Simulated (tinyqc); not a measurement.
Inside a calculation: polar nitride quantum well with polarisation fields. Values are carried at full precision from step to step, so a last printed digit may differ when a step is redone from the rounded ones.

Growth along [0001]. e_par = (a_sub - a)/a, Ppz = 2 e_par (e31 - e33 C13/C33), P = Psp + Ppz in each layer; strain relaxation and the strain shift of the gaps are left out, although thick layers with more than about 1 % mismatch would relax.

Constants: hbar^2/2m0 = 3.80998211 eV angstrom^2; hc = 1239.841984 eV nm.

Values chosen for the exercise (near those of a GaN well in AlGaN; the results hold for these values, not for the real material):
- a_w = 3.189 angstrom (lattice constant a, well)
- a_b = 3.164 angstrom (lattice constant a, barrier)
- a_sub = 3.164 angstrom (in-plane lattice constant of the stack)
- Psp_w = -0.0347 C/m^2 (spontaneous polarisation)
- Psp_b = -0.0485 C/m^2 (spontaneous polarisation)
- e31_w = -0.333 C/m^2
- e31_b = -0.42 C/m^2
- e33_w = 0.697 C/m^2
- e33_b = 0.91 C/m^2
- C_w = 0.264 (C13/C33)
- C_b = 0.269 (C13/C33)
- Lw = 39 angstrom (well width)
- Lb = 45 angstrom (barrier width)
- eps_w = 10.2 (dielectric constant)
- eps_b = 10.4 (dielectric constant)
- Eg = 3.44 eV (gap of the well)
- Vc = 0.505 eV (conduction offset)
- Vv = 0.238 eV (valence offset)
- me = 0.2 m0 (electron, well)
- meb = 0.24 m0 (electron, barrier)
- mh = 1.33 m0 (hole, everywhere)

## Strain and polarisation

Give strain and polarisation of well and barrier; the bound sheet charge is |P_w - P_b|/e with e = 1.602176634e-19 C.

Layers:
```
layer       e_par  Ppz (C/m^2)  P (C/m^2)
well     -0.00784      0.00811   -0.02659
barrier   0.00000      0.00000   -0.04850
```

sheet charge = 1.367 x 1e13/cm^2

Of P_w - P_b = +0.0219 C/m^2 the piezoelectric part gives +0.0081 and the spontaneous part +0.0138.

## Built-in fields

In a periodic stack without free charge the potential drop over a period vanishes: F_w = (P_b - P_w) Lb/(eps0 (eps_w Lb + eps_b Lw)), F_b = -F_w Lw/Lb, eps0 = 8.8541878e-12 F/m; 1 MV/cm = 1e8 V/m = 0.01 V/angstrom.

Give both fields and the drop |F_w| Lw across the well.

F_w = -1.288 MV/cm
F_b = 1.116 MV/cm
drop = 0.502 eV

## Levels with and without the field

Envelope functions on cells of 0.25 angstrom over barrier, well, barrier (widths Lb, Lw, Lb), psi = 0 beyond, psi'/m continuous (mean mass between points), c = hbar^2/2m0. With u(z) the integral of e F (F_w in the well, F_b = -F_w Lw/Lb in the barriers, 1 MV/cm = 0.01 V/angstrom), zero at the centre of the well, the electron sees u plus Vc in the barriers and the hole -u plus Vv. The transition is Eg + E_e + E_h; excitons are left out.

Ground states of electron and hole, their centres, the squared overlap, the transition and its wavelength hc/E.

Results:
```
case            E_e (eV)  E_h (eV)  <z>_e  <z>_h  overlap^2  E (eV)     nm
no field          0.0678    0.0134    0.0    0.0      0.983  3.5212  352.1
built-in field    0.0048   -0.1154    9.1  -14.1     0.0654  3.3295  372.4
```

The field shifts the line by -192 meV, below the gap of the well material, pulls the carriers 23.2 angstrom apart and, with the rate proportional to overlap^2, lengthens the radiative lifetime by a factor 15.

## Estimate from two triangular wells

For a strong field: E = Eg - |e F_w| Lw + a0 (c (e F_w)^2)^(1/3) (me^(-1/3) + mh^(-1/3)), a0 = 2.338107, hard walls, c = hbar^2/2m0, 1 MV/cm = 0.01 V/angstrom.

electron term = 0.3431 eV
hole term = 0.1824 eV
E = 3.4633 eV

Both terms lie below the drop across the well, but the estimate also takes the near wall as infinitely high. Against the grid result 3.3295 eV the estimate errs by +134 meV: +87 from the electron and +47 from the hole, since hard walls stand in for offsets of 0.505 and 0.238 eV into which the carriers leak.

## Checks

- Electron level without field against the matching condition of the square well, eV: both 0.068.

(tinyqc, `OMP_NUM_THREADS=1 python tinyqc.py 1251802 1251803 out.jsonl`, Intel(R) Xeon(R) Processor @ 2.30GHz, 1 thread, shared host, about 0.05 s.)
